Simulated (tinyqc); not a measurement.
Growth with time: grain growth, pinning, strength and diffusional creep of a polycrystal or thin film. Computed by tinyqc, a small Python program. Command: `OMP_NUM_THREADS=1 python tinyqc.py 3018456 3018457 out.jsonl grain walk`. One thread of a shared host (Intel(R) Xeon(R) Processor @ 2.30GHz), about 0.01 s of CPU time with the checks.

One mean grain size d describes the structure.

Inputs (values chosen for the exercise, modelled on tungsten):
```
quantity                                    value       unit
boundary energy gamma                         1.1      J/m^2
mobility prefactor M0                     7.2e-06  m^4/(J s)
activation energy of boundary motion Q_m     4.91         eV
anneal temperature T                         2792          K
initial grain size d0                          79         nm
particle volume fraction f                 0.0032          -
particle radius r                             6.2         nm
```

Sample: bulk.

Constants: k_B = 8.617333262e-05 eV/K.

Method. M = M0 exp(-Q_m/(k_B T)). The driving pressure is 2 gamma/d. Zener pinning pressure 3 f gamma/(2 r) stops growth at d_Z = 4 r/(3 f). The limit is d_lim = d_Z. dd/dt = 2 M gamma (1/d - 1/d_lim) integrates to 2 M gamma t = d_lim (d0 - d) + d_lim^2 ln[(d_lim - d0)/(d_lim - d)]; without pinning d^2 = d0^2 + 4 M gamma t.

limit d_lim = 2583.33 nm

mobility M = 9.87186e-15 m^4/(J s)

At T:
```
t (s)  free growth (nm)  pinned growth (nm)  d/d_lim
0.46              161.9               159.0  0.06153
1.5               267.2               258.3  0.09998
4.6               453.9               427.9  0.16562
15                811.0               728.5  0.28202
46               1415.7              1169.8  0.45284
150              2553.8              1791.1  0.69332
460              4470.7              2350.7  0.90995
1500             8072.2              2576.1  0.99720
```

What does the comparison show, and why?

The apparent exponent d ln d/d ln t of the pinned growth is at most about 0.45, below the ideal 1/2, and falls to 0.077 in the last rows: pinning hides it late.
